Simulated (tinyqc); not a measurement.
Rectangular fin or nanosheet with a gate all round, subbands and threshold shift from confinement: two steps of the calculation.

Undoped body with a flat potential across it, hard walls, transport along x. Three valley pairs (g = 2 each) with the longitudinal mass along x, y or z. Non-parabolicity enters the subband edges through E (1 + al E) = gamma, so E = 2 gamma/(1 + sqrt(1 + 4 al gamma)); motion within a subband is taken as parabolic with the band-edge mass. Energies are counted from the bulk band edge.

Parameters, values chosen for the exercise; masses close to those of silicon:

| symbol | value | unit | meaning |
|---|---|---|---|
| T | 400 | K | temperature |
| ml | 0.922 | m0 | longitudinal mass |
| mt | 0.192 | m0 | transverse mass |
| al | 0.5 | 1/eV | non-parabolicity |
| t | 3.8 | nm | width (along y) |
| dl | 0.3 | nm | widening of the box by penetration into the insulator |
| H | 7.6 | nm | height (along z) |

Constants: q = 1.602176634e-19 C, kB = 1.380649e-23 J/K, hbar = 1.054571817e-34 J s, m0 = 9.1093837015e-31 kg, Vt = kB T/q, hbar^2/(2 m0) = 0.0380998212 eV nm^2. Results are converted to the units shown.

Problem 1. Lowest subbands. gamma = C pi^2 [a^2/(my (t + dl)^2) + b^2/(mz (H + dl)^2)], C = hbar^2/(2 m0). List the 7 lowest, labelled by valley axis and quantum numbers, with degeneracy g and N_k: N_k = g sqrt(2 mx m0 kB T/(pi hbar^2)).

Find: E_k; g; N_k.

Solution 1.

```
subband  E_k (eV)  g  N_k (cm^-1)
y1,1      0.05418  2      4.703e6
z1,1       0.1163  2      4.703e6
y2,1       0.1211  2      4.703e6
z1,2       0.1337  2      4.703e6
x1,1       0.1383  2      1.031e7
y1,2       0.1400  2      4.703e6
z1,3       0.1622  2      4.703e6
```

Problem 2. Threshold shift. Each subband has N_k = g sqrt(2 mx m0 kB T/(pi hbar^2)); without degeneracy n = exp(EF/Vt) sum N_k exp(-E_k/Vt). Classical value Nc times t H, Nc = sum over valleys of 2 g (m m0 kB T/(2 pi hbar^2))^1.5 with m = (mx my mz)^(1/3). Threshold shift dVT = Vt ln(classical value/sum N_k exp(-E_k/Vt)). Use the subbands listed.

```
subband     E_k (eV)  N_k (cm^-1)
y1,1     0.054175406  4.7028448e6
z1,1      0.11628163  4.7028448e6
y2,1      0.12109631  4.7028448e6
z1,2      0.13370806  4.7028448e6
x1,1      0.13832201  1.0305652e7
y1,2      0.13998772  4.7028448e6
z1,3      0.16217157  4.7028448e6
```

Wanted: shares; sum N_k exp(-E_k/Vt); Nc; classical value; dVT.

Solution 2.

shares, subband y1,1 to z1,3 (%): 57.960  9.564  8.317  5.768  11.057  4.808  2.526
sum N_k exp(-E_k/Vt) = 1.6852e6 cm^-1
Nc = 4.2736e19 cm^-3
classical value = 1.2342e7 cm^-1
dVT = 68.633 mV

Program tinyqc, `OMP_NUM_THREADS=1 python tinyqc.py 2350129 2350130 out.jsonl`; Intel Xeon 2.30GHz, shared host, one thread, about 0.2 s.
